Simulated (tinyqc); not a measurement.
Tunnelling through a thin dielectric with one trap, as a tight-binding chain, step by step. Values are carried at full precision from step to step, so a last printed digit may differ when a step is redone from the rounded ones.

Hopping -t everywhere, t = c/(m a^2), c = hbar^2/2m0; lead sites at 2t (band bottom 0), barrier sites 1 to N at 2t + phi, and site j has U besides. No voltage. Leads give S = -t exp(ika) on sites 1 and N, cos(ka) = 1 - E/(2t). T = (2 t sin(ka))^2 |G_1N|^2, G = (E - H - S)^-1. In the barrier cosh(q a) = 1 + (phi - E)/(2t).

Constants: hbar^2/2m0 = 3.80998211 eV angstrom^2; hbar = 6.58211957e-16 eV s.

Inputs chosen for the exercise (barrier and mass of the size used for SiO2 on silicon; shifted at random, so the results belong to these values and not to a real crystal):
- a = 2.5 angstrom (site spacing)
- m = 0.4 m0 (mass, the same in leads and barrier)
- phi = 3.26 eV (conduction edge of the barrier above that of the leads)
- U = -4.69 eV (extra energy on the trap site)
- E = 0.65 eV (electron energy)
- N = 9 (barrier sites)
- j = 6 (site of the trap)

## Scales

Form t, ka, q a, and the level of the trap in an endless barrier, Eb = phi + 2t - sqrt(4 t^2 + U^2).

t = 1.5240 eV
ka = 0.66528 rad
q a = 1.22971
Eb = 0.7146 eV

## The matrix E - H - S

Fill it in.

E - H - S (eV):
```
                 1        2        3        4        5        6
1  -4.4590+0.9407i   1.5240   0.0000   0.0000   0.0000   0.0000
2           1.5240  -5.6580   1.5240   0.0000   0.0000   0.0000
3           0.0000   1.5240  -5.6580   1.5240   0.0000   0.0000
4           0.0000   0.0000   1.5240  -5.6580   1.5240   0.0000
5           0.0000   0.0000   0.0000   1.5240  -5.6580   1.5240
6           0.0000   0.0000   0.0000   0.0000   1.5240  -0.9680
7           0.0000   0.0000   0.0000   0.0000   0.0000   1.5240
8           0.0000   0.0000   0.0000   0.0000   0.0000   0.0000
9           0.0000   0.0000   0.0000   0.0000   0.0000   0.0000

         7        8                9
1   0.0000   0.0000           0.0000
2   0.0000   0.0000           0.0000
3   0.0000   0.0000           0.0000
4   0.0000   0.0000           0.0000
5   0.0000   0.0000           0.0000
6   1.5240   0.0000           0.0000
7  -5.6580   1.5240           0.0000
8   1.5240  -5.6580           1.5240
9   0.0000   1.5240  -4.4590+0.9407i
```

## Transmission

Invert the matrix; T = (2 t sin(ka))^2 |G_1N|^2.

first row of G (1/eV): -0.2363-0.05540i  -0.06928-0.01625i  -0.02096-0.004924i  -0.008543-0.002032i  -0.01076-0.002622i  -0.03139-0.007701i  -0.009181-0.002270i  -0.002697-0.0007254i  -0.0008325-0.0004236i

T = 3.088e-06

Without the trap T is 7.94e-10: the trap changes it by a factor 3.89e+03 at this energy.

## The resonance

Resonance: the lowest eigenvalue of H + S(E), iterated until its real part equals E (40 rounds from Eb = phi + 2t - sqrt(4t^2 + U^2), the level in an endless barrier). With v the normalised squared amplitudes of that state, Gamma_L = 2 t sin(ka) v_1, Gamma_R = 2 t sin(ka) v_N; Breit-Wigner T = Gamma_L Gamma_R/((E - Er)^2 + (Gamma_L + Gamma_R)^2/4).

Find Er, the two widths, the peak height 4 Gamma_L Gamma_R/(Gamma_L + Gamma_R)^2 and the escape time hbar/(Gamma_L + Gamma_R).

Er = 0.7143 eV

widths (meV): left 0.01128, right 1.462

peak height = 0.03040
escape time = 447 fs

squared amplitudes: 0.0000  0.0001  0.0006  0.0065  0.0736  0.8382  0.0737  0.0066  0.0007

The nearby leads move the level 0.3 meV below its value in an endless barrier. The trap is closer to the right lead, which takes 99.2 % of the escapes.

## Checks

- T at Er from the chain against the Breit-Wigner peak: both 0.0304.
- T without trap against the closed form for a lattice barrier: both 7.944e-10.

(tinyqc, `OMP_NUM_THREADS=1 python tinyqc.py 1452424 1452425 out.jsonl`, Intel(R) Xeon(R) Processor @ 2.30GHz, 1 thread, shared host, about 0.07 s.)
